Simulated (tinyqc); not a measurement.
# Changing the local temperature T

Model: Raman shift of the zone-centre optical phonon of a diamond-structure crystal under stress. Computed by tinyqc, a small Python program. Command: `OMP_NUM_THREADS=1 python tinyqc.py 3007680 3007681 out.jsonl ramanstress sweep`. One thread of a shared host (Intel(R) Xeon(R) Processor @ 2.30GHz), about 0.01 s of CPU time with the checks.

Axes x, y, z are the cube axes. Strain shifts the threefold optical mode and can split it; p, q and r are the phonon deformation potentials.

Inputs (values chosen for the exercise, modelled on diamond):

| quantity | value | unit |
|---|---|---|
| unstrained frequency omega_0 | 1331 | 1/cm |
| p/omega_0^2 | -2.76 | - |
| q/omega_0^2 | -1.75 | - |
| r/omega_0^2 | -1.93 | - |
| C11 | 1081 | GPa |
| C12 | 125.8 | GPa |
| C44 | 579.4 | GPa |
| stress sigma (tension positive) | 2.6 | GPa |
| polarisation angle phi | 30 | degree |
| temperature coefficient d omega/dT | -0.01 | 1/(cm K) |
| laser wavelength | 532 | nm |

Stress state: hydrostatic. Axis: none.

Constants: h = 6.62607015e-34 J s; c = 299792458 m/s; k_B = 1.380649e-23 J/K.

Method:
- S11 = (C11 + C12)/D, S12 = -C12/D, D = (C11 - C12)(C11 + 2 C12), S44 = 1/C44.
- Hydrostatic stress: sigma_ij = sigma delta_ij.
- eps_xx = S11 sigma_xx + S12 (sigma_yy + sigma_zz), and cyclic; eps_xy = S44 sigma_xy/2 (tensor strain).
- Secular matrix: M_xx = p eps_xx + q (eps_yy + eps_zz), M_xy = 2 r eps_xy; its eigenvalues are omega^2 - omega_0^2, and the shifts are these over 2 omega_0.
- Backscattering from a (001) surface: incident polarisation (cos phi, sin phi, 0). With Raman tensors (R_z)_xy = (R_z)_yx = 1 and cyclic, only the z component u_z of a mode counts: I = u_z^2 sin^2(2 phi) for parallel and u_z^2 cos^2(2 phi) for crossed polarisers. An unresolved line sits at the intensity-weighted shift, which is M_zz/(2 omega_0).
- A temperature above 300 K shifts the line by (d omega/dT)(T - 300 K); divided by the shift per stress it poses as a stress; the total shift adds it to the shift of the observed line. The anti-Stokes to Stokes ratio is [(omega_L + omega_0)/(omega_L - omega_0)]^3 exp(-h c omega_0/(k_B T)) in photon counts, omega_L = 1/wavelength, resonance effects left out.

One run for each value:

| local temperature T (K) | anti-Stokes/Stokes ratio | total shift (1/cm) | apparent stress from heating (GPa) |
|---|---|---|---|
| 300 | 0.00259 | -8.128 | 0.0000 |
| 370 | 0.00865 | -8.828 | 0.2239 |
| 420 | 0.01602 | -9.328 | 0.3838 |
| 480 | 0.02832 | -9.928 | 0.5758 |
| 560 | 0.05008 | -10.728 | 0.8317 |
| 650 | 0.08041 | -11.628 | 1.1196 |
| 750 | 0.11910 | -12.628 | 1.4394 |

Give the missing row, local temperature T (K) = 330.

Computed row:
```
local temperature T (K)  anti-Stokes/Stokes ratio  total shift (1/cm)  apparent stress from heating (GPa)
330                                       0.00462              -8.428                              0.0960
```

Interpolating between the two neighbouring rows (linearly) misses most in anti-Stokes/Stokes ratio, by 12 %. Over the rows, anti-Stokes/Stokes ratio rises from 0.00259 to 0.119 (exponent d ln y / d ln x 6.1 between the first rows and 2.7 between the last); total shift (1/cm) falls from -8.13 to -12.6 (exponent d ln y / d ln x 0.38 between the first rows and 0.58 between the last); apparent stress from heating (GPa) rises from 0 to 1.44. The intensity ratio is a Boltzmann factor and does not involve the stress in this model, so it separates heating from stress.

Caution (all rows): this stress has components normal to the (001) face, so it cannot reach a free (001) surface; it can act on buried material.
